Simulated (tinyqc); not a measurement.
Worked calculation: RHF in the sto-3g basis, for BeH2, spin multiplicity 1. One step of it, computed by the program tinyqc.

Problem. Iteration 7 (converged): orbitals. Diagonalise F' = X^T F X, C = X C', fill 3 alpha and 3 beta electrons from the bottom; D = 2 C_occ C_occ^T. Each column has its largest component positive (the first on a tie).

converged F (hartree):
```
            1Be 1s     1Be 2s   1Be 2px    1Be 2py    1Be 2pz      2H 1s      3H 1s
1Be 1s   -4.516805  -1.288057  0.000000   0.000000   0.002314  -0.353967  -0.353967
1Be 2s   -1.288057  -0.631366  0.000000   0.000000  -0.024148  -0.416008  -0.416008
1Be 2px   0.000000   0.000000  0.212075   0.000000   0.000000   0.000000   0.000000
1Be 2py   0.000000   0.000000  0.000000  -0.233020   0.000000  -0.332491   0.332491
1Be 2pz   0.002314  -0.024148  0.000000   0.000000   0.208800  -0.027655  -0.027655
2H 1s    -0.353967  -0.416008  0.000000  -0.332491  -0.027655  -0.311592  -0.050046
3H 1s    -0.353967  -0.416008  0.000000   0.332491  -0.027655  -0.050046  -0.311592
```

X:
```
            1Be 1s     1Be 2s   1Be 2px    1Be 2py    1Be 2pz      2H 1s      3H 1s
1Be 1s    1.028391  -0.153264  0.000000   0.000000  -0.002035   0.018004   0.018004
1Be 2s   -0.153264   1.261432  0.000000   0.000000   0.027121  -0.316904  -0.316904
1Be 2px   0.000000   0.000000  1.000000   0.000000   0.000000   0.000000   0.000000
1Be 2py   0.000000   0.000000  0.000000   1.381035   0.000000  -0.448379   0.448379
1Be 2pz  -0.002035   0.027121  0.000000   0.000000   1.003132  -0.036723  -0.036723
2H 1s     0.018004  -0.316904  0.000000  -0.448379  -0.036723   1.309201  -0.102614
3H 1s     0.018004  -0.316904  0.000000   0.448379  -0.036723  -0.102614   1.309201
```

Give: F' = X^T F X; orbital energies; coefficients C; D after iteration 7.

Solution.

F' = X^T F X (hartree):
```
         1        2       3        4        5        6        7
1  -4.4076  -0.6896  0.0000   0.0000   0.0026  -0.0567  -0.0567
2  -0.6896  -0.0895  0.0000   0.0000   0.0109  -0.3363  -0.3363
3   0.0000   0.0000  0.2121   0.0000   0.0000   0.0000   0.0000
4   0.0000   0.0000  0.0000   0.2740   0.0000  -0.4721   0.4721
5   0.0026   0.0109  0.0000   0.0000   0.2131  -0.0353  -0.0353
6  -0.0567  -0.3363  0.0000  -0.4721  -0.0353   0.1050  -0.1219
7  -0.0567  -0.3363  0.0000   0.4721  -0.0353  -0.1219   0.1050
```

orbital energies (hartree): MO1 -4.5203, MO2 -0.4557, MO3 -0.4177, MO4 0.2073, MO5 0.2121, MO6 0.4677, MO7 0.9185

coefficients C:
```
             MO1      MO2      MO3      MO4     MO5      MO6      MO7
1Be 1s    0.9918  -0.2233   0.0000   0.0441  0.0000  -0.2153   0.0000
1Be 2s    0.0318   0.5585   0.0000  -0.1984  0.0000   1.2100   0.0000
1Be 2px   0.0000   0.0000   0.0000   0.0000  1.0000   0.0000   0.0000
1Be 2py   0.0000   0.0000   0.5030   0.0000  0.0000   0.0000   1.4340
1Be 2pz  -0.0001   0.0246   0.0000   0.9802  0.0000   0.2196   0.0000
2H 1s    -0.0029   0.3934   0.4068   0.0817  0.0000  -0.8176  -1.0160
3H 1s    -0.0029   0.3934  -0.4068   0.0817  0.0000  -0.8176   1.0160
```

D after iteration 7:
```
          1Be 1s   1Be 2s  1Be 2px  1Be 2py  1Be 2pz    2H 1s    3H 1s
1Be 1s    2.0669  -0.1864   0.0000   0.0000  -0.0111  -0.1815  -0.1815
1Be 2s   -0.1864   0.6259   0.0000   0.0000   0.0275   0.4393   0.4393
1Be 2px   0.0000   0.0000   0.0000   0.0000   0.0000   0.0000   0.0000
1Be 2py   0.0000   0.0000   0.0000   0.5060   0.0000   0.4092  -0.4092
1Be 2pz  -0.0111   0.0275   0.0000   0.0000   0.0012   0.0194   0.0194
2H 1s    -0.1815   0.4393   0.0000   0.4092   0.0194   0.6406  -0.0214
3H 1s    -0.1815   0.4393   0.0000  -0.4092   0.0194  -0.0214   0.6406
```
